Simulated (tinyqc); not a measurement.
Equilibrium and kinetic segregation of a solute to boundaries and growing surfaces: one step, computed by the program tinyqc.

Task: How fast the boundary fills. McLean kinetics from a uniform start, fed from both sides, with a constant enrichment beta = theta_inf/x0: (theta - x0)/(theta_inf - x0) = 1 - exp(s^2) erfc(s), s = 2 sqrt(D t)/(beta delta); half filling at s = 0.7691, t = (0.7691 beta delta/2)^2/D. D is an input and does not follow T.

Inputs (values chosen for the exercise, for a model alloy): total solute fraction x0 = 0.0067; temperature T = 825 K; boundary thickness delta = 0.69 nm; bulk diffusivity D = 4.1e-20 m^2/s; anneal time t = 4.6 s.

coverage theta_inf = 0.2982102

Give: s; degree of filling; time to half filling; diffusion length sqrt(D t).

Result:

s = 0.028282

degree of filling = 0.031129

time to half filling = 3401.9 s

diffusion length sqrt(D t) = 0.43428 nm
